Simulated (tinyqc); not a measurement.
What each input does: propagation of a band-gap error through k.p and effective-mass formulas.

Chain, for a gap E (the reference Eg or another value), with Ep and Dso kept: 1/me = 1 + Ep (E + 2 Dso/3)/(E (E + Dso)); g* = 2 - 2 Ep Dso/(3 E (E + Dso)); g1(E) = g1 + (Ep/3)(1/E - 1/Eg), g2(E) = g2 + (Ep/6)(1/E - 1/Eg), light hole 1/(g1 + 2 g2), heavy hole 1/(g1 - 2 g2) along [100]; optical constant ei(E) = 1 + (ei - 1)(EP/(EP + E - Eg))^2, static e0(E) = ei(E) + e0 - ei.

Donor: R = Ry me/e0^2, a_B = a0 e0/me, Mott density (0.26/a_B)^3. Nc, Nv = 2 (m kT/(4 pi c))^(3/2), c = hbar^2/2m0, ni = sqrt(Nc Nv) exp(-E/2kT). Exciton: Ry mu/e0^2 with 1/mu = 1/me + g1(E). 1 angstrom^-3 = 1e24 cm^-3.

Constants: Ry = 13.60569312 eV; a0 (Bohr radius) = 0.5291772105 angstrom; kB = 8.617333262e-05 eV/K; hbar^2/2m0 = 3.80998211 eV angstrom^2.

Values chosen for the exercise (reference values near those of GaAs, gap at low temperature; the results hold for these values, not for the real material): Eg = 1.527 eV (gap at Gamma to the s-like level); Dso = 0.343 eV (spin-orbit splitting); Ep = 26.1 eV (Kane energy); g1 = 6.96 (Luttinger gamma1); g2 = 2.06 (gamma2); e0 = 12.74 (static dielectric constant); ei = 10.7 (optical dielectric constant); EP = 5.1 eV (mean (Penn) gap); mh = 0.52 m0 (density-of-states mass of the holes); T = 400 K (temperature); Eg2 = 0.977 eV (a wrong gap, of the size a semi-local functional can give).

All at E = Eg2.

One parameter was then changed.

Results before and after:

| case | me (m0) | light hole (m0) | e0 | donor (meV) | exciton (meV) | log10 ni |
|---|---|---|---|---|---|---|
| base | 0.0394 | 0.0572 | 15.23 | 2.310 | 1.650 | 12.166 |
| changed | 0.0394 | 0.0572 | 15.23 | 2.310 | 1.650 | 12.138 |

Which of these changes was made? (a) Eg2 = 0.899 eV; (b) ei = 9.844; (c) mh = 0.478 m0; (d) EP = 5.508 eV; (e) Dso = 0.316 eV; (f) T = 432 K; (g) Ep = 24.012 eV; (h) g1 = 6.403.

Answer: (c) mh = 0.478 m0. Of the candidates, run in turn, only this one gives the changed row.

All candidates:

| case | me (m0) | light hole (m0) | e0 | donor (meV) | exciton (meV) | log10 ni |
|---|---|---|---|---|---|---|
| base | 0.0394 | 0.0572 | 15.23 | 2.310 | 1.650 | 12.166 |
| Eg2 = 0.899 eV | 0.0366 | 0.0525 | 15.66 | 2.029 | 1.449 | 12.633 |
| Dso = 0.316 eV | 0.0392 | 0.0572 | 15.23 | 2.298 | 1.643 | 12.164 |
| Ep = 24.012 eV | 0.0426 | 0.0589 | 15.23 | 2.503 | 1.759 | 12.192 |
| g1 = 6.403 | 0.0394 | 0.0590 | 15.23 | 2.310 | 1.676 | 12.166 |
| EP = 5.508 eV | 0.0394 | 0.0572 | 15.01 | 2.377 | 1.698 | 12.166 |
| ei = 9.844 | 0.0394 | 0.0572 | 15.01 | 2.378 | 1.698 | 12.166 |
| mh = 0.478 m0 | 0.0394 | 0.0572 | 15.23 | 2.310 | 1.650 | 12.138 |
| T = 432 K | 0.0394 | 0.0572 | 15.23 | 2.310 | 1.650 | 12.672 |

Program tinyqc; command `OMP_NUM_THREADS=1 python tinyqc.py 1851272 1851273 out.jsonl`; about 0.01 s on one thread of a shared Intel(R) Xeon(R) Processor @ 2.30GHz.
